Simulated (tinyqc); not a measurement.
# Saddle-point parameters from gate and bias data

Problem. In a saddle-point contact at zero temperature mu - V0 = al (Vg - Vp), riser n is centred where this equals wy (n + 1/2), its largest slope is dg/dmu = pi/(2 wx) (neighbouring modes neglected), and in bias spectroscopy neighbouring risers meet at q V = wy. Find al, Vp and wx.

gate voltages at the middle of the first and second risers (V): [-1.1636364, -0.89090909]
largest dg/dVg on a riser = 7.3526637 1/V
bias at which two neighbouring risers meet = 6 mV

Solution. The bias gives wy, the gate spacing then gives al = wy/(Vg2 - Vg1), and the slope gives wx = al pi/(2 dg/dVg).

lever arm al = 0.02200 eV/V
Vp = -1.300 V
wx = 4.700 meV

Numbers from tinyqc (`OMP_NUM_THREADS=1 python tinyqc.py 2740026 2740027 out.jsonl`; about 0.04 s on one thread of a shared Intel Xeon 2.30GHz).
